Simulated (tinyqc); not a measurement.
Vacuum evaporation: vapour pressure, source flux, thickness distribution, purity and step coverage: one step, computed by the program tinyqc.

Molecular flow, unit sticking of the metal, no re-evaporation. The background gas is taken as water vapour (18.015 g/mol, collision diameter 0.37 nm) at 300 K.

Problem. Rate and uniformity on a fixed wafer above the source. A small source emits (n + 1) Phi area cos^n(phi)/(2 pi) per solid angle; on a parallel plane at height h and lateral distance l the arrival rate is (n + 1) Phi area/(2 pi h^2) x (1 + (l/h)^2)^(-(n + 3)/2). Growth rate = arrival rate x m/rho, m = M u. The wafer is fixed and centred above the source.

Inputs (values chosen for the exercise, modelled on nickel, with constants for the liquid):
```
quantity                    value    unit
molar mass M                58.69   g/mol
film density rho              8.9  g/cm^3
source temperature T         1850       K
source area                  0.94    cm^2
directionality n                1       -
source-to-wafer distance h     60      cm
wafer radius R                2.5      cm
```

flux Phi = 2.652692e+18 1/(cm^2 s)

Constants: u = 1.6605390666e-27 kg.

Give: arrival rate at the centre; growth rate at the centre; edge over centre; non-uniformity (max - min)/(max + min); share of the material that lands on the wafer, 1 - (1 + (R/h)^2)^(-(n + 1)/2).

Solution.

arrival rate at the centre = 2.205e+14 1/(cm^2 s)

growth rate at the centre = 0.02414 nm/s

edge over centre = 0.9965

non-uniformity (max - min)/(max + min) = 0.1735 %

share of the material that lands on the wafer, 1 - (1 + (R/h)^2)^(-(n + 1)/2) = 0.1733 %
